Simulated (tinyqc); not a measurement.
## One rectangular barrier with mass mismatch, transfer matrices: transmission against energy

One electron of energy E comes from the left lead (band edge 0); no transverse momentum. Parabolic bands, masses in units of m0, C = hbar^2/(2 m0); psi and psi'/m are continuous at every interface. The right lead equals the left one.

For the pair (psi, psi'/m) a flat layer has M = [[cos kd, (m/k) sin kd], [-(k/m) sin kd, cos kd]] with k = sqrt(m (E - U)/C) above its edge U, and M = [[cosh Kd, (m/K) sinh Kd], [(K/m) sinh Kd, cosh Kd]] with K = sqrt(m (U - E)/C) below it. The matrices are multiplied with later layers to the left. With M acting on (psi, psi'/m) and v = k/m in each lead, T(E) = 4 vL vR/[(vL vR M12 - M21)^2 + (vR M11 + vL M22)^2]. The last column is exp(-2 sum K d) over the layers with U > E.

Values chosen for this exercise; masses and offsets close to those of InGaAs wells and InP barriers: mass in the left lead mL = 0.04 m0; barrier height U1 = 0.24 eV; barrier mass m1 = 0.082 m0; barrier width d1 = 5.8 nm.

Constants: q = 1.602176634e-19 C, hbar = 1.054571817e-34 J s, m0 = 9.1093837015e-31 kg, hbar^2/(2 m0) = 0.0380998212 eV nm^2. Results are converted to the units shown.

Result of one run:

| E (eV) | T(E) | exp(-2 sum K d) |
|---|---|---|
| 0.094 | 0.0058678 | 0.0014997 |

What becomes of these results when the electron energy E is changed from 0.094 to 0.132 eV, all else the same?

Result of the changed run:

| E (eV) | T(E) | exp(-2 sum K d) |
|---|---|---|
| 0.132 | 0.012095 | 0.0037253 |

The whole series:

| E (eV) | T(E) | exp(-2 sum K d) |
|---|---|---|
| 0.019 | 6.8360e-4 | 3.3540e-4 |
| 0.057 | 0.0026194 | 6.8921e-4 |
| 0.094 | 0.0058678 | 0.0014997 |
| 0.132 | 0.012095 | 0.0037253 |
| 0.169 | 0.024168 | 0.010732 |
| 0.207 | 0.050706 | 0.045437 |
| 0.244 | 0.11011 | 1.0000 |
| 0.282 | 0.25830 | 1.0000 |
| 0.319 | 0.57364 | 1.0000 |
| 0.357 | 0.94526 | 1.0000 |
| 0.394 | 0.96798 | 1.0000 |
| 0.432 | 0.82178 | 1.0000 |

T(E) runs from 6.84e-4 at 0.019 eV to 0.822 at 0.432 eV; among the rows its largest value is 0.968 at 0.394 eV. Below the barrier the ratio to exp(-2Kd) lies between 1.12 and 3.91: that is the prefactor which WKB sets to 1. Above the barrier T(E) is as low as 0.110 in these rows: both interfaces reflect, and the reflections cancel only where k d is a multiple of pi.

Program tinyqc, `OMP_NUM_THREADS=1 python tinyqc.py 2560006 2560007 out.jsonl`; Intel Xeon 2.30GHz, shared host, one thread, about 0.01 s.
